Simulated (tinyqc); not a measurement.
What moves the Fermi level: gated graphene: carriers, quantum capacitance and optical conductivity.

Cones E = +/- hv |k|, four flavours, D(E) = 2|E|/(pi hv^2). n = (2/pi)(kT/hv)^2 F_1(mu/kT), p = (2/pi)(kT/hv)^2 F_1(-mu/kT), in 1/angstrom^2 (1e16 for 1/cm^2); F_1(eta) = integral_0^infinity x dx/(1 + exp(x - eta)). Cq/e^2 = d(n - p)/d mu = (2 kT/(pi hv^2)) ln(2 + 2 cosh(mu/kT)).

Gate: V = mu/e + e (n - p)/Cox with Cox/e^2 = k/(4 pi e2 t), t in angstrom, e2 = e^2/(4 pi eps0); 1/(eV angstrom^2) in C/e^2 equals 1602.176634 microfarad/cm^2; total 1/C = 1/Cox + 1/Cq.

Constants: kB = 8.617333262e-05 eV/K; e^2/(4 pi eps0) = 14.39964547 eV angstrom.

Inputs chosen for the exercise (Fermi velocity near that of graphene, gate dielectric near SiO2; shifted at random, so the results belong to these values and not to a real crystal):
- hv = 6.26 eV angstrom (hbar vF)
- T = 400 K
- k = 3.78 (dielectric constant of the gate layer)
- t = 30 nm (its thickness)
- V = 2.15 V (gate voltage from the neutrality point)

All results formed anew.

Results for these values:
```
case  mu (eV)  n - p (1/cm^2)   C/Cox
base   0.1170       1.416e+12  0.9653
```

What happens to each result for hv = 6.89 eV angstrom, all else kept?

Answer: mu rises from 0.1170 to 0.1310; n - p falls from 1.416e+12 to 1.406e+12; C/Cox falls from 0.9653 to 0.9623.

The same for each parameter in turn:
```
case                   mu (eV)  n - p (1/cm^2)   C/Cox
base                    0.1170       1.416e+12  0.9653
V = 2.795 V             0.1377       1.850e+12  0.9701
t = 21 nm               0.1440       1.995e+12  0.9595
k = 4.54                0.1304       1.689e+12  0.9624
hv = 6.89 eV angstrom   0.1310       1.406e+12  0.9623
T = 500 K               0.1094       1.421e+12  0.9643
```

Computed by tinyqc, a small Python program: `OMP_NUM_THREADS=1 python tinyqc.py 1651691 1651692 out.jsonl` (the numbers bound the seed that draws the inputs); one thread of a shared host (Intel(R) Xeon(R) Processor @ 2.30GHz), about 0.01 s for the whole set of steps.
